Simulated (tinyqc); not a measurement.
## Gate sheet resistance from two finger widths

Problem. At low frequency R = Rsh Wf/(3 L) + B/Wf, where B collects the channel and vertical terms. Find Rsh, B and the width of lowest R.

Values chosen for this exercise: channel length L = 0.72 um.

input resistance of single fingers, contacted at one end, of width 1.1 and 4.1 um (ohm): [151.56566, 61.802168]

Solution. R Wf is a straight line in Wf^2; the minimum of R lies where both terms are equal.

Rsh = 12.00 ohm/square
B = 160.0 ohm um
width of lowest R = 5.367 um

Program tinyqc, `OMP_NUM_THREADS=1 python tinyqc.py 2262180 2262181 out.jsonl`; Intel Xeon 2.30GHz, shared host, one thread, about 0.01 s.
